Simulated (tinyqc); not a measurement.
From results back to parameters: static screening by free carriers. Four cases, with inputs chosen for the exercise.

Problem. At zero temperature the gas shows Friedel oscillations of period pi/kF and a Thomas-Fermi length 1/qTF; n and m are hidden.

kF = (3 pi^2 n/Mv)^(1/3), EF = c kF^2/m with c = hbar^2/2m0, n in 1/angstrom^3 (1e-24 per 1/cm^3), e2 = e^2/(4 pi eps0). Thomas-Fermi: qTF^2 = 6 pi e2 n/(eps EF). Debye: qD^2 = 4 pi e2 n/(eps kB T).

Constants: hbar^2/2m0 = 3.80998211 eV angstrom^2; e^2/(4 pi eps0) = 14.39964547 eV angstrom.

Case 1.

Values chosen (out of a larger set: near those of Si; not measured data): Mv = 6 (valleys); eps = 12 (background dielectric constant).

period = 146.459 angstrom
1/qTF = 11.0165 angstrom

Case 2.

Values chosen (out of a larger set: near those of Si; not measured data): Mv = 6 (valleys); eps = 11.5 (background dielectric constant).

period = 78.4776 angstrom
1/qTF = 7.89931 angstrom

Case 3.

Values chosen (out of a larger set: a free-electron density near that of Ag; not measured data): Mv = 1 (valleys); eps = 1 (background dielectric constant).

period = 2.63867 angstrom
1/qTF = 0.590830 angstrom

Case 4.

Values chosen (out of a larger set: near those of InAs; not measured data): Mv = 1 (valleys); eps = 15.3 (background dielectric constant).

period = 83.4806 angstrom
1/qTF = 80.6162 angstrom

Find: kF; n; m.

Solution. kF = pi/period and n = Mv kF^3/(3 pi^2); qTF^2 = 2 e2 Mv m kF/(pi eps c) then gives m.

Case 1.

kF = 0.02145 1/angstrom
n = 2.00e+18 1/cm^3
m = 0.319 m0

Case 2.

kF = 0.04003 1/angstrom
n = 1.30e+19 1/cm^3
m = 0.319 m0

Case 3.

kF = 1.191 1/angstrom
n = 5.70e+22 1/cm^3
m = 1.000 m0

Case 4.

kF = 0.03763 1/angstrom
n = 1.80e+18 1/cm^3
m = 0.026 m0

Computed by tinyqc, one run a case: `OMP_NUM_THREADS=1 python tinyqc.py N N+1 out.jsonl` with N = 1680475, 1680503, 1680513, 1680515; one thread of a shared Intel(R) Xeon(R) Processor @ 2.30GHz, about 0.01 s a run at most.
